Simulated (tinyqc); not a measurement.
Inside a calculation. Method: Hubbard ring of 4 sites. One step of it, computed by the program tinyqc.

Question. Mean-field iteration 3. H(up) = T + U n(down), H(down) = T + U n(up); fill the lowest levels; n(new) = n + mixing (n(out) - n); E = tr T (rho up + rho down) + U sum n_up n_down of the output.

one-body matrix (hopping and site energies) (eV), order 1, 2, 3, 4:
```
[[0.000000, -1.010000, 0.000000, -1.010000],
 [-1.010000, 0.000000, -1.010000, 0.000000],
 [0.000000, -1.010000, 0.000000, -1.010000],
 [-1.010000, 0.000000, -1.010000, 0.000000]]
```

U = 1.700000 eV

electrons, up and down: [2, 2]

mixing = 1

n(up) after iteration 2: [0.789905, 0.210095, 0.789905, 0.210095]

n(down) after iteration 2: [0.789905, 0.210095, 0.789905, 0.210095]

Give: levels, up; levels, down; energy; n(up) after iteration 3; n(down) after iteration 3.

Answer.

levels, up (eV): [-1.2293, 0.3572, 1.3428, 2.9293]

levels, down (eV): [-1.2293, 0.3572, 1.3428, 2.9293]

energy = -1.5745 eV

n(up) after iteration 3: [0.1907, 0.8093, 0.1907, 0.8093]

n(down) after iteration 3: [0.1907, 0.8093, 0.1907, 0.8093]
